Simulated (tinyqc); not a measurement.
A finite superlattice with mass mismatch, transfer matrices: transmission against the number of periods.

One electron of energy E comes from the left lead (band edge 0); no transverse momentum. Parabolic bands, masses in units of m0, C = hbar^2/(2 m0); psi and psi'/m are continuous at every interface. N periods of a barrier d1 followed by a well Lw; the right lead equals the left one.

For the pair (psi, psi'/m) a flat layer has M = [[cos kd, (m/k) sin kd], [-(k/m) sin kd, cos kd]] with k = sqrt(m (E - U)/C) above its edge U, and M = [[cosh Kd, (m/K) sinh Kd], [(K/m) sinh Kd, cosh Kd]] with K = sqrt(m (U - E)/C) below it. The matrices are multiplied with later layers to the left. With M acting on (psi, psi'/m) and v = k/m in each lead, T(E) = 4 vL vR/[(vL vR M12 - M21)^2 + (vR M11 + vL M22)^2]. x = (M11 + M22)/2 of one period. For |x| < 1 the energy lies in a miniband and cos(th) = x; for |x| > 1 it lies in a gap and cosh(g) = |x|. M^N = U_(N-1)(x) M - U_(N-2)(x) 1, with U_n = sin((n + 1) th)/sin th in a band and sign(x)^n sinh((n + 1) g)/sinh g in a gap.

Values chosen for this exercise; masses and offsets close to those of InGaAs wells and AlAs barriers:
- mL = 0.041 m0 (mass in the left lead)
- U1 = 1.2 eV (barrier height)
- m1 = 0.15 m0 (barrier mass)
- d1 = 0.8 nm (barrier width)
- Lw = 2.7 nm (well width (edge 0, mass mL))
- E = 0.761 eV (electron energy)

Constants: q = 1.602176634e-19 C, hbar = 1.054571817e-34 J s, m0 = 9.1093837015e-31 kg, hbar^2/(2 m0) = 0.0380998212 eV nm^2. Results are converted to the units shown.

Transmission against the number of periods:
```
N        T(E)  1/T(E) - 1
1      0.2296       3.356
2     0.01682       58.46
3    0.001104       904.9
4    7.192e-5     1.390e4
5    4.683e-6     2.135e5
6    3.050e-7     3.279e6
8    1.293e-9     7.733e8
10  5.484e-12    1.824e11
12  2.325e-14    4.300e13
16  4.181e-19    2.392e18
```

Here x = -2.087. The energy lies in a gap with g = 1.37: T(E) falls from 0.230 to 4.18e-19, over the last four periods by 2.73 in ln T(E) a period, against 2 g = 2.73.

Range of the model: Masses are held fixed, although real bands cease to be parabolic a few tenths of an eV from their edges (inside a barrier too).

Numbers from tinyqc (`OMP_NUM_THREADS=1 python tinyqc.py 2560047 2560048 out.jsonl`; about 0.01 s on one thread of a shared Intel Xeon 2.30GHz).
